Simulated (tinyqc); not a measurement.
MOSFET in the linear regime without short-channel effects, parameter extraction from computed curves: one step of the calculation.

Inversion charge Q = Cox n Vt W0(exp((Vg - VT)/(n Vt))), W0 the Lambert function and n = nf; u = Q/Cox; mobility mu = mu0/(1 + th1 u + th2 u^2); channel resistance Rch = (L - dL)/(W mu Q); Id = Vd/(Rch + Rsd/W). Cox = eps0 eox/tox. Small Vd, no channel-length or drain effects.

Problem. The Y function. Y_i = Id_i/sqrt(gm_i). For Id = beta Vd x/(1 + th x), x = Vg - VT, Y = sqrt(beta Vd) x whatever th. Slope s from points 7 and 10; VT_Y = Vg - Y/s at point 10; beta = s^2/Vd; mobility beta L/(W Cox) with the drawn L; th* = (beta Vd x/Id - 1)/x at point 10.

Values chosen for this exercise; channel values of the order met in silicon transistors:
```
symbol  value        unit                                                                 meaning
eox       3.9              relative permittivity of the gate insulator (close to silicon dioxide)
tox         7          nm                                                     insulator thickness
mu0       170  cm^2/(V s)                                                      low-field mobility
th2         0       1/V^2                                      second mobility attenuation factor
W           1          um                                                              gate width
L       0.067          um                                                       drawn gate length
dL      0.003          um                                             drawn less effective length
Vd       0.02           V                                                           drain voltage
```

Constants: eps0 = 8.8541878128e-14 F/cm where lengths are in cm. Results are converted to the units shown.

```
point  Vg (V)       Id (uA)
0        0.24  5.2471407e-4
1        0.34   0.018995493
2        0.44    0.40645426
3        0.54     1.8184707
4        0.64     3.5991461
5        0.74     5.3514356
6        0.84     6.9840000
7        0.94     8.4810095
8        1.04     9.8474806
9        1.14     11.094402
10       1.24     12.233917
11       1.34     13.277646
```

gm, point 1 to 10 (uS): 2.0296477  8.9973762  15.963459  17.664824  16.924269  15.647869  14.317403  13.066963  11.932181  10.916219

Wanted: Y; s; VT_Y; beta; mobility from Y; th*.

Solution.

Y, point 1 to 10 (uA^0.5 V^0.5): 0.01333  0.1355  0.4551  0.8563  1.301  1.766  2.241  2.724  3.212  3.703
s = 4.871 uA^0.5 V^-0.5
VT_Y = 0.4799 V
beta = 1187 uA/V^2
mobility from Y = 161.2 cm^2/(V s)
th* = 0.6241 1/V

The mobility from Y is 9.4 % below mu0 L/(L - dL) = 178 cm^2/(V s), which it should reach in deep inversion when th2 = 0.

Program tinyqc, `OMP_NUM_THREADS=1 python tinyqc.py 2210023 2210024 out.jsonl`; Intel Xeon 2.30GHz, shared host, one thread, about 0.01 s.
